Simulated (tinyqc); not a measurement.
Thermal, flicker and telegraph noise of a field-effect transistor: one step, computed by the program tinyqc.

Strong inversion, threshold roll-off and channel-length modulation left out; noise sources are uncorrelated and are given as one-sided spectral densities.

Question. Operating point. C_ox = 3.9 eps_0/t; V_c = 2 v_s L/mu; I = W C_ox v_s V_ov^2/(V_ov + V_c); g_m = W C_ox v_s V_ov (V_ov + 2 V_c)/(V_ov + V_c)^2; g_d0 = mu C_ox (W/L) V_ov.

Inputs (values chosen for the exercise, modelled on a silicon n-channel): width W = 8.8 micrometre; length L = 230 nm; electrical oxide thickness t = 4.9 nm; mobility mu = 91 cm^2/(V s); saturation velocity v_s = 0.95 1e7 cm/s; overdrive V_ov = 0.29 V.

Operating region: saturation. Flicker model: number with correlated mobility.

Constants: eps_0 = 8.8541878128e-12 F/m.

Give: C_ox; drain current I; g_m; g_d0.

Answer.

C_ox = 0.7047 microfarad/cm^2

drain current I = 97.30 microampere

g_m = 651.9 microsiemens

g_d0 = 711.6 microsiemens
